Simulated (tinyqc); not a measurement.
Switching kinetics of a ferroelectric film and the memory window of a ferroelectric gate stack: one step, computed by the program tinyqc. Command: `OMP_NUM_THREADS=1 python tinyqc.py 3028316 3028317 out.jsonl feswitch walk`. One thread of a shared host (Intel(R) Xeon(R) Processor @ 2.30GHz), about 0.01 s of CPU time with the checks.

Fields in MV/cm; 1 microcoulomb/cm^2 over eps_0 is 11.29409 MV/cm. In the stack (metal, ferroelectric, interlayer, channel) the channel is taken as a conductor.

Question. Switched share after the pulse. Merz's law: t1 = t_inf exp[(E_a/E)^alpha] at the mean of the fields before and after switching. KAI: switched share = 1 - exp[-(t/t1)^n].

Inputs (values chosen for the exercise, for a model hafnia-based film): time constant t_inf = 1.7e-10 s; activation field E_a = 7.5 MV/cm; Merz exponent alpha = 1; dimension n = 2; pulse length t_p = 4.1e-07 s; breakdown field of the interlayer = 11 MV/cm.

Kinetics: Kolmogorov-Avrami-Ishibashi (KAI).

E_F before switching = 2.727348 MV/cm

E_F after switching = 1.456959 MV/cm

Give: mean field; switching time t1; switched share.

Answer.

mean field = 2.0922 MV/cm

switching time t1 = 6.1280e-09 s

switched share = 1

t_p is 67 t1. A field higher by 10 % would shorten t1 by a factor 1.4. Caution: the interlayer field exceeds its breakdown field, so charge injection would change the fields. Caution: the field changes much during switching, so one mean field is a crude stand-in.
